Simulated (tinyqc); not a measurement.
From results back to parameters: five-level k.p model folded onto the conduction band. Four cases, with inputs chosen for the exercise.

Problem. The levels are known; the mass and the g factor at E = Eg are given. Find Ep and Ep2.

Second-order sums for the lowest conduction level at E: 1/m = 1 + Cm + (Ep/3)(2/E + 1/(E + Dso)) - (Ep2/3)(2/(E7 + D2 - E) + 1/(E7 - E)); g/2 = 1 + Cg - (Ep/3)(1/E - 1/(E + Dso)) - (Ep2/3)(1/(E7 - E) - 1/(E7 + D2 - E)). E is counted from the top of the valence band; E = Eg at the edge.

Find: coefficients of (Ep, Ep2); right-hand sides 1/m - 1 - Cm and 1 + Cg - g/2; Ep, Ep2.

Method. Both sums are linear in Ep and Ep2, so two equations fix them.

Case 1.

Values chosen (near those of CdTe; shifted at random, so the results belong to these values and not to a real crystal):
- Eg = 1.515 eV (gap at Gamma to the s-like level)
- Dso = 0.865 eV (spin-orbit splitting)
- E7 = 5.27 eV (upper Gamma7 conduction level, from the valence top)
- D2 = 0.32 eV (its spin-orbit splitting, Gamma8 above Gamma7)
- Cm = -1 (remote term in 1/m)
- Cg = -0.02 (remote term in g/2)

m = 0.09855962 m0
g = -1.146285

Solution.

coefficients of (Ep, Ep2) (1/eV):
```
         1         2
1  0.58010  -0.25237
2  0.07997   0.00697
```

right-hand sides 1/m - 1 - Cm and 1 + Cg - g/2: 10.1461  1.5531

Ep, Ep2 (eV): 19.10  3.70

Case 2.

Values chosen (near those of GaSb; shifted at random, so the results belong to these values and not to a real crystal):
- Eg = 0.809 eV (gap at Gamma to the s-like level)
- Dso = 0.754 eV (spin-orbit splitting)
- E7 = 3.23 eV (upper Gamma7 conduction level, from the valence top)
- D2 = 0.32 eV (its spin-orbit splitting, Gamma8 above Gamma7)
- Cm = -2.1 (remote term in 1/m)
- Cg = 0 (remote term in g/2)

m = 0.03911729 m0
g = -8.895292

Solution.

coefficients of (Ep, Ep2) (1/eV):
```
         1         2
1  1.03733  -0.38090
2  0.19877   0.01607
```

right-hand sides 1/m - 1 - Cm and 1 + Cg - g/2: 26.6641  5.4476

Ep, Ep2 (eV): 27.10  3.80

Case 3.

Values chosen (near those of InP; shifted at random, so the results belong to these values and not to a real crystal):
- Eg = 1.444 eV (gap at Gamma to the s-like level)
- Dso = 0.102 eV (spin-orbit splitting)
- E7 = 4.83 eV (upper Gamma7 conduction level, from the valence top)
- D2 = 0.08 eV (its spin-orbit splitting, Gamma8 above Gamma7)
- Cm = -3 (remote term in 1/m)
- Cg = 0 (remote term in g/2)

m = 0.08123975 m0
g = 1.324742

Solution.

coefficients of (Ep, Ep2) (1/eV):
```
         1         2
1  0.67729  -0.29079
2  0.01523   0.00227
```

right-hand sides 1/m - 1 - Cm and 1 + Cg - g/2: 14.3092  0.3376

Ep, Ep2 (eV): 21.90  1.80

Case 4.

Values chosen (near those of GaAs; shifted at random, so the results belong to these values and not to a real crystal):
- Eg = 1.514 eV (gap at Gamma to the s-like level)
- Dso = 0.337 eV (spin-orbit splitting)
- E7 = 4.49 eV (upper Gamma7 conduction level, from the valence top)
- D2 = 0.17 eV (its spin-orbit splitting, Gamma8 above Gamma7)
- Cm = -0.7 (remote term in 1/m)
- Cg = 0 (remote term in g/2)

m = 0.06869254 m0
g = -0.133727

Solution.

coefficients of (Ep, Ep2) (1/eV):
```
         1         2
1  0.62042  -0.32392
2  0.04008   0.00605
```

right-hand sides 1/m - 1 - Cm and 1 + Cg - g/2: 14.2576  1.0669

Ep, Ep2 (eV): 25.80  5.40

Computed by tinyqc, one run a case: `OMP_NUM_THREADS=1 python tinyqc.py N N+1 out.jsonl` with N = 1050645, 1050687, 1050691, 1050701; one thread of a shared Intel(R) Xeon(R) Processor @ 2.30GHz, about 0.01 s a run at most.
